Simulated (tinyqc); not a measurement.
Energies of the polytypes: polytypes and stacking faults of a tetrahedral semiconductor in an axial Ising model with couplings up to third neighbours. Computed by tinyqc, a small Python program. Command: `OMP_NUM_THREADS=1 python tinyqc.py 3021715 3021716 out.jsonl polytype walk`. One thread of a shared host (Intel(R) Xeon(R) Processor @ 2.30GHz), about 0.01 s of CPU time with the checks.

Each double layer has s = +1 or -1 for the sense of its stacking step; E per pair of atoms = E0 - sum_n J_n <s_i s_(i+n)>, n = 1, 2, 3. Hexagonality h = (1 - <s_i s_(i+1)>)/2.

Inputs (values chosen for the exercise, of the order of those of ZnS for J, a, G and the gaps):

| quantity | value | unit |
|---|---|---|
| J1 | 1.94 | meV/pair |
| J2 | -0.0731 | meV/pair |
| J3 | 0.05 | meV/pair |
| gap of 3C | 3.72 | eV |
| gap of 4H | 3.8 | eV |

Method. E - E(3C) = sum_n J_n (1 - C_n), C_n = <s_i s_(i+n)>. The gap is taken linear in h between 3C (h = 0) and 4H (h = 1/2), a rough rule, with a dash beyond.

correlations of the repeat units 3C (+), 2H (+-), 4H (++--), 6H (+++---), 15R (+++--), 8H (++++----), 21R (++++---), 9R (++-):
```
        n = 1     n = 2     n = 3
3C    1.00000   1.00000   1.00000
2H   -1.00000   1.00000  -1.00000
4H    0.00000  -1.00000   0.00000
6H    0.33333  -0.33333  -1.00000
15R   0.20000  -0.60000  -0.60000
8H    0.50000   0.00000  -0.50000
21R   0.42857  -0.14286  -0.71429
9R   -0.33333  -0.33333   1.00000
```

Polytypes:

| polytype | h | E - E(3C) (meV/pair) | gap by the linear rule (eV) |
|---|---|---|---|
| 3C | 0.0000 | 0.0000 | 3.7200 |
| 2H | 1.0000 | 3.9800 | - |
| 4H | 0.5000 | 1.8438 | 3.8000 |
| 6H | 0.3333 | 1.2959 | 3.7733 |
| 15R | 0.4000 | 1.5150 | 3.7840 |
| 8H | 0.2500 | 0.9719 | 3.7600 |
| 21R | 0.2857 | 1.1107 | 3.7657 |
| 9R | 0.6667 | 2.4892 | - |

E(2H) - E(3C) = 3.98 meV/pair

E(4H) - E(3C) = 1.8438 meV/pair

E(6H) - E(3C) = 1.2959 meV/pair

What follows from these numbers?

The lowest is 3C, 0.972 meV/pair below 8H. J1/|J2| = 26.54: for J3 = 0 and J2 < 0 the ground state is 2H below -2, 4H between -2 and 2, and 3C above 2; at 2 itself all periods with bands of two or more layers are degenerate. Four or more polytypes lie within 1.5 meV/pair, so small a spread that growth kinetics and seeds can decide.

Extremes, crossings and ranges named in words are read from the listed rows.
